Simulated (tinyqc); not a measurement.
Changing the temperature T: grain-boundary diffusion: Harrison regimes, Fisher and Le Claire analysis, Hart average. Computed by tinyqc, a small Python program. Command: `OMP_NUM_THREADS=1 python tinyqc.py 3019846 3019847 out.jsonl gbdiff sweep`. One thread of a shared host (Intel(R) Xeon(R) Processor @ 2.30GHz), about 0.01 s of CPU time with the checks.

A boundary is a slab of width delta with diffusivity D_b, normal to a surface held at constant concentration; it leaks into grains of diffusivity D.

Inputs (values chosen for the exercise, for a model polycrystal):

| quantity | value | unit |
|---|---|---|
| lattice prefactor D0 | 0.00012 | m^2/s |
| lattice activation energy E | 3.97 | eV |
| boundary prefactor D0b | 8.2e-05 | m^2/s |
| boundary activation energy E_b | 2.55 | eV |
| boundary width delta | 0.64 | nm |
| segregation factor s | 1 | - |
| grain size d | 15 | um |
| time t | 440 | s |

Constants: k_B = 8.617333262e-05 eV/K.

Method:
- D = D0 exp(-E/(k_B T)), D_b = D0b exp(-E_b/(k_B T)).
- Triple product P = s delta D_b.
- l = sqrt(D t); P = s delta D_b; alpha = s delta/(2 l); beta = P/(2 D l). Regime A if l > 3 d, C if alpha > 1, B if alpha < 0.1, l < d/4 and beta > 10, otherwise a transition.
- Hart average for parallel slabs: f = delta/d, D_eff = (s f D_b + (1 - f) D)/(1 - f + s f); share of the boundaries = s f D_b/(s f D_b + (1 - f) D); depth sqrt(D_eff t).
- Fisher: the mean concentration falls as exp(-y/y_F), y_F = sqrt(P) (pi t/(4 D))^(1/4), with the boundary equation P d2c/dy2 = 2 c sqrt(D/(pi t)). Le Claire (from the Whipple solution): ln c falls as -(y/y_L)^(6/5) with P = 1.322 sqrt(D/t) y_L^2.

One run for each value:

| temperature T (K) | Le Claire depth y_L (um) | lattice diffusion length l (um) | beta | share of the boundaries |
|---|---|---|---|---|
| 1120 | 0.4669 | 2.6866e-04 | 1.9966e+06 | 0.98621 |
| 1460 | 0.9232 | 3.2306e-02 | 5.3975e+02 | 0.69926 |
| 1640 | 1.1812 | 1.8253e-01 | 2.7679e+01 | 0.40251 |
| 1810 | 1.4251 | 6.8276e-01 | 2.8799e+00 | 0.20772 |
| 1990 | 1.6788 | 2.1587e+00 | 3.9976e-01 | 0.10320 |
| 2160 | 1.9112 | 5.3685e+00 | 8.3775e-02 | 0.05658 |
| 2340 | 2.1479 | 1.2193e+01 | 2.0511e-02 | 0.03227 |
| 2510 | 2.3617 | 2.3751e+01 | 6.5358e-03 | 0.02028 |

Give the missing row, temperature T (K) = 1290.

Computed row:
```
temperature T (K)  Le Claire depth y_L (um)  lattice diffusion length l (um)        beta  share of the boundaries
1290                                 0.6867                       4.0393e-03  1.9105e+04                  0.91142
```

Interpolating between the two neighbouring rows (linearly) misses most in beta, by a factor of 52. Over the rows, Le Claire depth y_L (um) rises from 0.467 to 2.36 (exponent d ln y / d ln x 2.7 between the first rows and 1.4 between the last); lattice diffusion length l (um) rises from 2.69e-4 to 23.8 (exponent d ln y / d ln x 19 between the first rows and 9.5 between the last); beta falls from 2.00e6 to 0.00654 (exponent d ln y / d ln x -33 between the first rows and -16 between the last). y_L follows an apparent activation energy E_b/2 - E/4 = 0.282 eV and l one of E/2 = 1.985 eV, so the boundary tail stands out less as T rises: y_L/l goes from 1740 to 0.0994.

Caution (all rows): outside regime A (which needs sqrt(D t) above about 3 d) the Hart average and its depth are formal: they describe a profile only in regime A or at steady state. Caution (rows 1120, 1810, 1990, 2160, 2340, 2510): the Fisher and Le Claire forms need regime B with beta above 10.
